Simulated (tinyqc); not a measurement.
MESFET, gradual channel with velocity saturation: two steps of the calculation.

A uniformly doped n-type channel, depleted from the top by a Schottky gate; at channel potential V the depleted share of a is u = sqrt((Vbi - Vg + V)/Vp), s at the source. Electrons drift with v = mu E/(1 + mu E/vsat). Abrupt depletion edge, no series resistance, source at 0.

Question 1. The saturation point by Newton steps. a is the channel (half-)thickness, Vp its pinch-off voltage and Z = mu Vp/(vsat L); an iterate with u > 1 is an overshoot, not a physical state. f = (1 - u)(1 + Z (u^2 - s^2)) - Z F/3, F = 3 (u^2 - s^2) - 2 (u^3 - s^3); f' = -(1 + Z (u^2 - s^2)); u(new) = u - f/f'.

u after iteration 1 = 0.99918327
Z = 17.647289
s = 0.41190434

Wanted: f; f'; u after iteration 2.

Answer 1.

f = -3.698
f' = -15.62
u after iteration 2 = 0.7625

The value that enters this step is an overshoot, farther from the solution than the start was, so its intermediate quantities are not physical.

Question 2. Saturation voltage, current and transconductance. Vdsat = Vp (um^2 - s^2); Isat = (G0 Vp/Z)(1 - um), which is q Nd vsat a W (1 - um); gm = G0 (um - s)/(1 + Z (um^2 - s^2)). For Z = 0: Vdsat = Vp (1 - s^2), Isat = (G0 Vp/3)(1 - 3 s^2 + 2 s^3), gm = G0 (1 - s).

um = 0.62253595
Vp = 4.7794741 V
G0 = 155.73157 mS
Z = 17.647289
s = 0.41190434

Find: Vdsat; Isat; gm; Vdsat for Z = 0; Isat for Z = 0; gm for Z = 0.

Answer 2.

Vdsat = 1.041 V
Isat = 15.92 mA
gm = 6.770 mS
Vdsat for Z = 0 = 3.969 V
Isat for Z = 0 = 156.5 mA
gm for Z = 0 = 91.59 mS

The current saturates with 37.7 % of the channel still open at the drain, at 0.102 of the constant-mobility current.

tinyqc, about 0.07 s, one thread, Intel Xeon 2.30GHz (shared host): `OMP_NUM_THREADS=1 python tinyqc.py 2500134 2500135 out.jsonl`
